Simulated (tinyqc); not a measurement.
# Implanted layer, carriers, mobility and sheet resistance, step by step

Computed by the program tinyqc: `OMP_NUM_THREADS=1 python tinyqc.py 2110115 2110116 out.jsonl`, one thread of a shared Intel Xeon 2.30GHz, about 0.01 s for the whole run. Printed values are rounded.

An n-type layer from the surface x = 0 to the junction xj, N(x) = N0 exp(-(x - Rp)^2/(2 sg^2)). Local neutrality (no depletion at surface or junction, no spilling of carriers), intrinsic carriers neglected, full ionisation of active dopants.

Parameters, values chosen for the exercise; values close to those of phosphorus in germanium over a p-type background: temperature T = 300 K; background doping of the opposite type Nb = 4.6e16 cm^-3; peak chemical concentration N0 = 7.5e19 cm^-3; mobility limit at high doping m1 = 147 cm^2/(V s); mobility limit at low doping, at 300 K m2 = 3970 cm^2/(V s); reference doping of the mobility law Nr = 2.64e17 cm^-3; exponent of the mobility law am = 0.555; temperature exponent of m2 bt = 2.4; solubility limit of active dopant Ns = 5.05e19 cm^-3; straggle after annealing sg = 39 nm; projected range Rp = 65 nm.

Constants: q = 1.602176634e-19 C. Results are converted to the units shown.

## Junction depth and local values

xj = Rp + sg sqrt(2 ln(N0/Nb)); 12 equal steps from 0 to xj. Active dopant A = min(N, Ns); n = A - Nb; mobility mu = m1 + (m2 (T/300 K)^(-bt) - m1)/(1 + ((A + Nb)/Nr)^am).

xj = 215.0015 nm

| point | x (nm) | N (cm^-3) | A (cm^-3) | n (1e19 cm^-3) | mu (cm^2/(V s)) |
|---|---|---|---|---|---|
| 0 | 0.0000 | 1.870142e19 | 1.870142e19 | 1.865542 | 475.0560 |
| 1 | 17.9168 | 3.618873e19 | 3.618873e19 | 3.614273 | 380.7136 |
| 2 | 35.8336 | 5.670392e19 | 5.05e19 | 5.045400 | 343.3152 |
| 3 | 53.7504 | 7.194385e19 | 5.05e19 | 5.045400 | 343.3152 |
| 4 | 71.6672 | 7.391203e19 | 5.05e19 | 5.045400 | 343.3152 |
| 5 | 89.5840 | 6.148617e19 | 5.05e19 | 5.045400 | 343.3152 |
| 6 | 107.5008 | 4.141719e19 | 4.141719e19 | 4.137119 | 364.8278 |
| 7 | 125.4176 | 2.259044e19 | 2.259044e19 | 2.254444 | 445.0092 |
| 8 | 143.3344 | 9.977221e18 | 9.977221e18 | 0.993122 | 595.3889 |
| 9 | 161.2512 | 3.568086e18 | 3.568086e18 | 0.352209 | 872.0601 |
| 10 | 179.1680 | 1.033242e18 | 1.033242e18 | 0.098724 | 1347.429 |
| 11 | 197.0847 | 2.422755e17 | 2.422755e17 | 0.019628 | 2011.848 |
| 12 | 215.0015 | 4.6e16 | 4.6e16 | 0.000000 | 2602.248 |

The solubility limit clips the profile at 4 of the points. The mobility runs from 343 to 2600 cm^2/(V s).

## Sheet quantities by the trapezoid rule

Dose = integral of N, carrier sheet density = integral of n, 1/Rs = q integral of n mu, mean mobility 1/(q Rs sheet density), Hall mobility (unit Hall factor) = integral of n mu^2 over integral of n mu, Hall sheet density = (integral of n mu)^2/integral of n mu^2; all from 0 to xj.

dose = 6.9595e14 cm^-2
carrier sheet density = 5.8380e14 cm^-2
Rs = 28.250 ohm/square
mean mobility = 378.45 cm^2/(V s)
Hall mobility = 404.56 cm^2/(V s)
Hall sheet density = 5.4612e14 cm^-2

Carriers make up 83.9 % of the dose. A Hall measurement weights the mobile tail, so its sheet density is 6.5 % below the true one. With 4000 steps Rs = 28.09 ohm/square; the coarse value is 0.57 % above it.
